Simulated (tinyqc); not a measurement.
When the Fermi surface touches the face: free and nearly free electrons in a metal.

The cubic cell holds 2 atoms: n = 2 z/a^3, kF = (3 pi^2 n)^(1/3), EF = c kF^2/m, vF = 2 c kF/(m hbar), c = hbar^2/2m0; rs = (3/(4 pi n))^(1/3)/a0; D(EF) = 3 n/(2 EF).

Two plane waves k and k - G, G = (110) (2 pi/a): H = [[c k^2/m, V], [V, c (k - G)^2/m]] with c = hbar^2/2m0.

Constants: hbar^2/2m0 = 3.80998211 eV angstrom^2; hbar = 6.58211957e-16 eV s; a0 (Bohr radius) = 0.5291772105 angstrom.

Values chosen for the exercise (out of a larger set: near those of K; not measured data):
- a = 5.271 angstrom (bcc lattice constant)
- z = 1 (free electrons an atom)
- m = 1 m0 (mass)

On the face the lower band is E = c (G^2/4 + q^2)/m - V, q along the face. EF is held at its free value. A neck opens where EF > c G^2/(4m) - V, with radius q; the second band fills where EF > c G^2/(4m) + V.

Necks:

| V (eV) | lower band at the face centre (eV) | neck radius (1/angstrom) | radius/kF |
|---|---|---|---|
| 0.2 | 2.507 | - | - |
| 0.5 | 2.207 | - | - |
| 0.8 | 1.907 | 0.2153 | 0.291 |
| 1.1 | 1.607 | 0.3537 | 0.478 |
| 1.4 | 1.307 | 0.4515 | 0.611 |
| 1.8 | 0.907 | 0.5557 | 0.751 |
| 2.2 | 0.507 | 0.6433 | 0.870 |
| 2.6 | 0.107 | 0.7203 | 0.974 |

EF = 2.083 eV
c G^2/(4m) = 2.707 eV

Contact needs V > 0.623 eV. It is first met at V = 0.8 eV of those listed, and the radius then grows as the square root of the excess, to 0.974 kF at 2.6 eV. EF is held at its free value here; a count of states lowers it as V grows, strongly for V of an eV or more, so the threshold is a lower bound, the radii are upper bounds, and some necks may vanish.

Program tinyqc; command `OMP_NUM_THREADS=1 python tinyqc.py 1652486 1652487 out.jsonl`; about 0.01 s on one thread of a shared Intel(R) Xeon(R) Processor @ 2.30GHz.
